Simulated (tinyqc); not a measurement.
Quantum-confined Stark effect in a modulator well: one step. Contrast at the operating point. Three cases, with inputs chosen for the exercise.

Question. With a Gaussian line of half width G, the absorption at E_op = line(0) - dE is proportional to strength x exp(-ln2 ((E_op - line)/G)^2); continuum absorption is left out. Give it at both fields, relative to the zero-field peak.

Constants: hc = 1239.841984 eV nm.

Give: E_op; wavelength; absorption without and with the field.

Case 1.

Values chosen (out of a larger set: near those of an InGaAsP well in InP; not measured data): dE = 10 meV (operating point below the zero-field line); G = 4 meV (half width of the exciton line).

Results:
```
F (kV/cm),lam (angstrom),Eb (meV),line (eV),nm,overlap^2/lam^2 (1e-4/angstrom^2)
0.00,161.944,6.2625,0.901151,1375.842,0.364159
68.00,180.339,5.4908,0.887781,1396.562,0.155833
```

Answer.

E_op = 0.8912 eV
wavelength = 1391.3 nm

absorption without and with the field: 0.013  0.26

The field changes the absorption by +0.25 of the zero-field peak. With dE above 2G the Gaussian tail at zero field is weak; real tails fall only exponentially and absorb more.

Case 2.

Values chosen (out of a larger set: near those of a Ge well in SiGe, direct gap; not measured data): dE = 23 meV (operating point below the zero-field line); G = 10 meV (half width of the exciton line).

Results:
```
F (kV/cm),lam (angstrom),Eb (meV),line (eV),nm,overlap^2/lam^2 (1e-4/angstrom^2)
0.00,207.311,4.3097,0.955803,1297.173,0.231940
67.00,209.516,4.2559,0.952853,1301.189,0.213632
```

Answer.

E_op = 0.9328 eV
wavelength = 1329.2 nm

absorption without and with the field: 0.026  0.057

The field changes the absorption by +0.03 of the zero-field peak. With dE above 2G the Gaussian tail at zero field is weak; real tails fall only exponentially and absorb more.

Case 3.

Values chosen (out of a larger set: near those of a Ge well in SiGe, direct gap; not measured data): dE = 8 meV (operating point below the zero-field line); G = 4 meV (half width of the exciton line).

Results:
```
F (kV/cm),lam (angstrom),Eb (meV),line (eV),nm,overlap^2/lam^2 (1e-4/angstrom^2)
0.00,222.563,4.0470,0.902477,1373.820,0.201452
36.00,225.948,3.9743,0.899944,1377.688,0.178704
```

Answer.

E_op = 0.8945 eV
wavelength = 1386.1 nm

absorption without and with the field: 0.062  0.24

The field changes the absorption by +0.18 of the zero-field peak. The zero-field tail still absorbs here, since dE is no more than 2G, which costs insertion loss.

Computed by tinyqc, one run a case: `OMP_NUM_THREADS=1 python tinyqc.py N N+1 out.jsonl` with N = 1250726, 1250799, 1250926; one thread of a shared Intel(R) Xeon(R) Processor @ 2.30GHz, about 0.1 s a run at most.
